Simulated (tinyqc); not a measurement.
Density of states of one tight-binding band on the simple cubic lattice, step by step. Values are carried at full precision from step to step, so a last printed digit may differ when a step is redone from the rounded ones.

E(k) = -2 t (c1 + c2 + c3) - 4 t2 (c1 c2 + c2 c3 + c3 c1) with ci = cos(2 pi ki); k in fractions of the reciprocal vectors, mesh k_i = j/N with j = 0 .. N-1. Densities are per cell and per spin, so the band holds one state.

Values chosen for the exercise: t = 1.24 eV (nearest hopping); t2 = 0.05 eV (second hopping); N = 5 (mesh points along each axis); bins = 10 (bins of the histogram); E_lo = -8.113 eV (lower end of the histogram); E_hi = 6.917 eV (upper end); E = -0.91 eV (energy at which the density is wanted); sigma = 0.248 eV (Gaussian width).

## Energies on the mesh

Evaluate the band at all 125 points and collect equal values.

Distinct energies:
```
E_k (eV)  points
-8.0400        1
-6.0500        6
-4.1554       12
-2.8300        6
-2.3564        8
-1.0900       24
0.5545        24
1.7254        12
3.2155        24
5.6264         8
```

The 125 points give 10 distinct energies between -8.0400 and 5.6264 eV; a dense mesh gives a band from -8.040 to 6.840 eV.

## Histogram

Count the points in equal bins from E_lo to E_hi; g = count/(all points x bin width).

Histogram:
```
from (eV)  to (eV)  points  g (1/eV)
-8.1130    -6.6100       1    0.0053
-6.6100    -5.1070       6    0.0319
-5.1070    -3.6040      12    0.0639
-3.6040    -2.1010      14    0.0745
-2.1010    -0.5980      24    0.1277
-0.5980     0.9050      24    0.1277
0.9050      2.4080      12    0.0639
2.4080      3.9110      24    0.1277
3.9110      5.4140       0    0.0000
5.4140      6.9170       8    0.0426
```

Empty bins: 1 of 10; the fullest holds 24 points. Empty bins inside the band come from the coarse mesh, not from gaps.

## Gaussian broadening at one energy

Gaussian broadening: g(E) = mean over the mesh of exp(-(E - E_k)^2/(2 sigma^2))/(sigma sqrt(2 pi)), n(E) = mean of erfc((E_k - E)/(sigma sqrt 2))/2.

Sum over the distinct energies with their counts.

n(E) = 0.4111
g(E) = 0.2373 1/eV

## One tetrahedron of the mesh

For corner energies e1 <= e2 <= e3 <= e4 and eij = ei - ej, the share of the tetrahedron below E is n = (E - e1)^3/(e21 e31 e41) for e1 < E < e2; n = [e21^2 + 3 e21 x + 3 x^2 - (e31 + e42) x^3/(e32 e42)]/(e31 e41) with x = E - e2 for e2 < E < e3; n = 1 - (e4 - E)^3/(e41 e42 e43) for e3 < E < e4; its density of states is g = dn/dE.

corner energies, sorted (eV): -2.3564  0.5545  1.7254  3.2155

Find its share below E and its density of states at E.

n = 0.0457
g = 0.0948 1/eV

E lies between corners 1 and 2.

## Sum over all linear tetrahedra

Each cube of the mesh, corners numbered 0 to 7 as the binary number (i j l), is cut into six tetrahedra around the diagonal 0-7: 0137, 0157, 0237, 0267, 0457, 0467. For corner energies e1 <= e2 <= e3 <= e4 and eij = ei - ej, the share of the tetrahedron below E is n = (E - e1)^3/(e21 e31 e41) for e1 < E < e2; n = [e21^2 + 3 e21 x + 3 x^2 - (e31 + e42) x^3/(e32 e42)]/(e31 e41) with x = E - e2 for e2 < E < e3; n = 1 - (e4 - E)^3/(e41 e42 e43) for e3 < E < e4; its density of states is g = dn/dE.

Average n and g over all pieces of the mesh. The reference uses the same method with N = 36.

n(E) = 0.3670
g(E) = 0.1378 1/eV
reference n(E) = 0.382
reference g(E) = 0.114 1/eV

On this mesh the linear method errs by +0.024 1/eV in g and -0.015 in n; the Gaussian sum erred by +0.124 and +0.030.

## Checks

- States below the top of the band by the linear method against one: both 1.000000.

Program tinyqc; command `OMP_NUM_THREADS=1 python tinyqc.py 1680866 1680867 out.jsonl`; about 0.2 s on one thread of a shared Intel(R) Xeon(R) Processor @ 2.30GHz.
